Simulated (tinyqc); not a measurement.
Worked calculation: empirical pseudopotential in a few plane waves. One step of it, computed by the program tinyqc.

Task: Levels at G. Diagonalise the Hermitian matrix.

H(k) at G (eV), lower triangle:
```
           +0+0+0     -1-1-1     -1-1+1     -1+1-1     -1+1+1     +1-1-1     +1-1+1     +1+1-1
+0+0+0   0.000000
-1-1-1   1.924136  14.388909
-1-1+1  -1.924136   0.000000  14.388909
-1+1-1  -1.924136   0.000000   0.380959  14.388909
-1+1+1  -1.924136  -0.380959   0.000000   0.000000  14.388909
+1-1-1  -1.924136   0.000000   0.380959   0.380959   0.000000  14.388909
+1-1+1  -1.924136  -0.380959   0.000000   0.000000   0.380959   0.000000  14.388909
+1+1-1  -1.924136  -0.380959   0.000000   0.000000   0.380959   0.000000   0.380959  14.388909
+1+1+1   1.924136   0.000000  -0.380959  -0.380959   0.000000  -0.380959   0.000000   0.000000
-2+0+0   0.000000  -1.924136  -1.924136  -1.924136   1.924136   0.529137  -0.529137  -0.529137
+0-2+0   0.000000  -1.924136  -1.924136   0.529137  -0.529137  -1.924136   1.924136  -0.529137
+0+0-2   0.000000  -1.924136   0.529137  -1.924136  -0.529137  -1.924136  -0.529137   1.924136
+0+0+2   0.000000  -0.529137   1.924136  -0.529137  -1.924136  -0.529137  -1.924136   0.529137
+0+2+0   0.000000  -0.529137  -0.529137   1.924136  -1.924136  -0.529137   0.529137  -1.924136
+2+0+0   0.000000  -0.529137  -0.529137  -0.529137   0.529137   1.924136  -1.924136  -1.924136

           +1+1+1     -2+0+0     +0-2+0     +0+0-2     +0+0+2     +0+2+0     +2+0+0
+1+1+1  14.388909
-2+0+0  -0.529137  19.185212
+0-2+0  -0.529137   0.380959  19.185212
+0+0-2  -0.529137   0.380959   0.380959  19.185212
+0+0+2  -1.924136  -0.380959  -0.380959   0.000000  19.185212
+0+2+0  -1.924136  -0.380959   0.000000  -0.380959   0.380959  19.185212
+2+0+0  -1.924136   0.000000  -0.380959  -0.380959   0.380959   0.380959  19.185212
```

Give: eigenvalues.

Result:

eigenvalues (eV): -1.7171  11.0490  11.0490  11.0490  12.6383  14.0079  14.0079  14.0079  17.2489  18.4233  18.4233  22.1441  22.1441  22.1441  23.6025
